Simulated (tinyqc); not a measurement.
BCS gap equation with a constant attraction inside the Debye window: one step, computed by the program tinyqc. Command: `OMP_NUM_THREADS=1 python tinyqc.py 3008702 3008703 out.jsonl bcs walk`. One thread of a shared host (Intel(R) Xeon(R) Processor @ 2.30GHz), about 0.01 s of CPU time with the checks.

Pairs attract with strength V for |xi| < k_B Theta; N(0) is the density of states for one spin. Energies are given as temperatures (E/k_B, in K) unless marked.

Task: Critical temperature. Gap equation: 1/(N(0)V) = I(Delta, T) = int_0^Theta tanh(E/2T)/E d xi, E = sqrt(xi^2 + Delta^2); 64 Gauss-Legendre points in y with xi = max(Delta, T) sinh(y). T_c solves I(0, T_c) = 1/(N(0)V); the weak-coupling form is T_c = (2 e^C/pi) Theta exp(-1/(N(0)V)) with Euler's C = 0.5772157, and 2 Delta_0/T_c then tends to 2 pi e^-C = 3.528.

Inputs (values chosen for the exercise, modelled on titanium nitride): coupling N(0)V = 0.212; Debye temperature Theta = 551 K.

Solver: bisection.

Delta_0 = 9.855019 K

Give: T_c; weak-coupling T_c; 2 Delta_0/T_c.

Result:

T_c = 5.5867 K

weak-coupling T_c = 5.5867 K

2 Delta_0/T_c = 3.5280

T_c/Theta = 0.0101; the ratio lies +0.01 % from 3.528, so the universal weak-coupling laws hold.
